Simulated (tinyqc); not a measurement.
Harmonic transition-state theory with quantum, tunnelling and friction corrections: one step, computed by the program tinyqc.

One atom hops between equivalent sites; three modes at the minimum and two real modes at the saddle are treated as harmonic, the rest of the crystal as unchanged; melting is ignored, so hot rows may lie above the melting point.

Question. Classical rate and diffusivity. Vineyard: nu* = product of minimum frequencies / product of real saddle frequencies; k_cl = nu* exp(-E_b/(k_B T)). Activation entropy S = k_B ln(nu* h/(k_B T)); for uncorrelated jumps D = z k d^2/6 and D0 = z nu* d^2/6; 1 angstrom^2 = 1e-16 cm^2.

Inputs (values chosen for the exercise, modelled on a vacancy in copper):

| quantity | value | unit |
|---|---|---|
| barrier E_b | 0.689 | eV |
| temperature T | 407 | K |
| jump length d | 2.55 | angstrom |
| number of jump directions z | 12 | - |

Lattice of sites: three-dimensional.

frequencies at the minimum (THz): 3.57  4.63  5.01

real frequencies at the saddle (THz): 3.82  4.88

Constants: k_B = 8.617333262e-05 eV/K; h x 1 THz = 4.135667696 meV.

Give: prefactor nu*; classical rate k_cl; activation entropy in the Eyring form; classical diffusivity D; prefactor D0.

Answer.

prefactor nu* = 4.442 THz

classical rate k_cl = 13058 1/s

activation entropy in the Eyring form = -0.6466 k_B

classical diffusivity D = 1.698e-11 cm^2/s

prefactor D0 = 0.005777 cm^2/s
